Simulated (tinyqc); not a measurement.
Comparisons within one model: coherent potential approximation for a binary alloy with a semi-elliptic band. A value that a table varies takes the place of the one given here.

Site levels eA = -x d (share 1 - x) and eB = (1 - x) d (share x), so that their mean, the virtual crystal, is 0. Pure band: G0(z) = 2 (z - sqrt(z - W) sqrt(z + W))/W^2 with principal roots, density -Im G/pi per site. The medium has a self-energy S(z), G = G0(z - S), z = E + i eta. t_i = (e_i - S)/(1 - (e_i - S) G); the CPA demands <t> = (1 - x) tA + x tB = 0. Iteration: start at S = 0, set S(new) = S + <t>/(1 + <t> G), stop when |<t>| < 1e-9 eV.

Parameters, chosen for this exercise: W = 1.8 eV (half width of the pure band); x = 0.25 (fraction of B); d = 0.54 eV (eB - eA); eta = 0.036 eV (broadening); E1 = -1.9 eV (first energy); dE = 0.3 eV (step); E = -0.33 eV (energy).

## Virtual crystal, CPA and unmixed bands

Fifteen energies E1 + j dE. Virtual crystal: G0(z). Unmixed: (1 - x) G0(z - eA) + x G0(z - eB), the limit of large separate grains.

Densities (1/eV) and self-energy (eV):

| E (eV) | virtual crystal | CPA | unmixed | Re S | Im S |
|---|---|---|---|---|---|
| -1.90 | 0.0147 | 0.0204 | 0.0533 | -0.0366 | -0.0022 |
| -1.60 | 0.1557 | 0.1677 | 0.1513 | -0.0413 | -0.0168 |
| -1.30 | 0.2378 | 0.2408 | 0.2241 | -0.0390 | -0.0261 |
| -1.00 | 0.2871 | 0.2854 | 0.2810 | -0.0358 | -0.0337 |
| -0.70 | 0.3189 | 0.3137 | 0.3147 | -0.0318 | -0.0407 |
| -0.40 | 0.3378 | 0.3300 | 0.3345 | -0.0267 | -0.0474 |
| -0.10 | 0.3461 | 0.3361 | 0.3431 | -0.0201 | -0.0539 |
| 0.20 | 0.3445 | 0.3329 | 0.3415 | -0.0115 | -0.0597 |
| 0.50 | 0.3328 | 0.3207 | 0.3295 | -0.0004 | -0.0642 |
| 0.80 | 0.3099 | 0.2989 | 0.3060 | 0.0134 | -0.0659 |
| 1.10 | 0.2730 | 0.2659 | 0.2676 | 0.0293 | -0.0631 |
| 1.40 | 0.2155 | 0.2169 | 0.2055 | 0.0459 | -0.0536 |
| 1.70 | 0.1111 | 0.1360 | 0.0792 | 0.0609 | -0.0339 |
| 2.00 | 0.0091 | 0.0119 | 0.0439 | 0.0480 | -0.0028 |
| 2.30 | 0.0043 | 0.0047 | 0.0064 | 0.0345 | -0.0010 |

d/W = 0.30. CPA and virtual crystal differ by at most 0.025 1/eV, at 1.70 eV, against a peak of 0.354 for the pure band. |Im S| is largest at 0.80 eV (Im S = -0.066 eV); where the density is near zero this is no damping of states. On these rows the CPA density keeps one maximum: the bands are amalgamated.

## Bowing of the band edge from disorder

For eta = 0 the CPA reads G = (1 - x)/(y - eA) + x/(y - eB) with y = E - W^2 G/4; the lower edge is the maximum of E(y) = y + W^2 G(y)/4 for y < eA. The virtual crystal puts it at -W. Second order: -W - 2 x (1 - x) d^2/W, from S = x (1 - x) d^2 G0(-W), G0(-W) = -2/W.

Lower edge (eV):

| x | edge | edge + W | second order | (edge + W)/(x (1 - x)) |
|---|---|---|---|---|
| 0.05 | -1.8099 | -0.0099 | -0.0154 | -0.2087 |
| 0.10 | -1.8194 | -0.0194 | -0.0292 | -0.2153 |
| 0.25 | -1.8447 | -0.0447 | -0.0607 | -0.2385 |
| 0.40 | -1.8645 | -0.0645 | -0.0778 | -0.2687 |
| 0.50 | -1.8737 | -0.0737 | -0.0810 | -0.2947 |
| 0.60 | -1.8787 | -0.0787 | -0.0778 | -0.3279 |
| 0.75 | -1.8752 | -0.0752 | -0.0607 | -0.4012 |
| 0.90 | -1.8490 | -0.0490 | -0.0292 | -0.5440 |
| 0.95 | -1.8302 | -0.0302 | -0.0154 | -0.6364 |

second-order coefficient = -0.3240 eV

Disorder pushes the edge below the virtual crystal, most at x = 0.6 (-79 meV). The coefficient runs from -0.209 at x = 0.05 to -0.636 eV at 0.95, against -0.324 in second order: it depends strongly on x and is largest in size where the low-lying A atoms are dilute and act as attractive impurities.

## When the band splits

x as given, d varied, eta as given. The density is taken at E = (eA + eB)/2 and at E = eA + eB = (1 - 2x) d, where S has its pole for well split bands; a gap shows as a density of the size of the broadening tail.

Between the two levels:

| d/W | d (eV) | density at the midpoint (1/eV) | density at (1 - 2x) d (1/eV) | Im S at the midpoint (eV) |
|---|---|---|---|---|
| 0.2 | 0.36 | 0.3412 | 0.3397 | -0.026 |
| 0.4 | 0.72 | 0.3251 | 0.3181 | -0.102 |
| 0.6 | 1.08 | 0.3006 | 0.2785 | -0.211 |
| 0.8 | 1.44 | 0.2709 | 0.2119 | -0.315 |
| 1.0 | 1.80 | 0.2377 | 0.0816 | -0.376 |
| 1.2 | 2.16 | 0.1986 | 0.0423 | -0.381 |
| 1.5 | 2.70 | 0.1106 | 0.0191 | -0.268 |
| 2.0 | 3.60 | 0.0066 | 0.0070 | -0.087 |

The midpoint density falls from 0.341 to 0.0066 1/eV; it first drops below a tenth of the pure peak (0.035) at d/W = 2. At (1 - 2x) d the density drops below that mark at d/W = 1.5, so the bands have parted by then (this mark lags the true splitting), and is least, 0.0070, at d/W = 2. For x = 1/2 the two coincide and the band splits at d = W exactly; here x = 0.25. The size of Im Sigma at the midpoint is largest at d/W = 1.2. It is a lifetime only where the density there is finite; for well separated bands, d/W above 1/(2 sqrt(x (1 - x))), S has a pole in the gap at (1 - 2x) d.

## What each parameter does

Converged values at E. Each row changes one parameter from the base and keeps the others.

Results:

| case | Re S (eV) | Im S (eV) | density (1/eV) |
|---|---|---|---|
| base | -0.0253 | -0.0490 | 0.3323 |
| W = 1.98 eV | -0.0215 | -0.0462 | 0.3045 |
| x = 0.3 | -0.0264 | -0.0577 | 0.3307 |
| d = 0.594 eV | -0.0319 | -0.0577 | 0.3309 |
| eta = 0.072 eV | -0.0245 | -0.0482 | 0.3257 |
| E = -0.15 eV | -0.0213 | -0.0528 | 0.3358 |

The largest shifts from the base row, up to three for each result and ties (the steps differ in size, so this ranks the rows, not the parameters). Re S (eV): d -0.0066, E +0.0040, W +0.0038. Im S (eV): d -0.0087, x -0.0087, E -0.0038. density (1/eV): W -0.0277, eta -0.0065, E +0.0035.

tinyqc: `OMP_NUM_THREADS=1 python tinyqc.py 1450009 1450010 out.jsonl`; about 0.01 s, one thread, shared Intel(R) Xeon(R) Processor @ 2.30GHz.
